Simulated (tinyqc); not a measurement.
Circular transfer-length structure: one step of the calculation.

A disc contact of radius r0 and a very wide ring contact from r1 = r0 + sp outwards lie on a thin layer; the metal has no resistance and the sheet resistance under the contacts equals Rsh.

Task. The large-radius form. Transfer length Lt = sqrt(rc/Rsh). R = (Rsh/2 pi) [(Lt/r0) I0(r0/Lt)/I1(r0/Lt) + ln(r1/r0) + (Lt/r1) K0(r1/Lt)/K1(r1/Lt)] with modified Bessel functions; for r0 >> Lt both ratios tend to 1. Large radius: R = (Rsh/2 pi) [Lt (1/r0 + 1/r1) + ln(r1/r0)], and linearised for sp << r0: Rsh (sp + 2 Lt)/(2 pi r0).

Parameters, values chosen for the exercise: sheet resistance of the semiconductor layer Rsh = 130 ohm/sq; specific contact resistivity rc = 3.9e-9 ohm cm^2; radius of the inner contact r0 = 0.64 um; gap between the contacts sp = 0.47 um.

Give: large-radius R; linearised R.

Result.

large-radius R = 14.18 ohm
linearised R = 18.74 ohm

Computed by the program tinyqc: `OMP_NUM_THREADS=1 python tinyqc.py 2760021 2760022 out.jsonl`, one thread of a shared Intel Xeon 2.30GHz, about 0.01 s for the whole run.
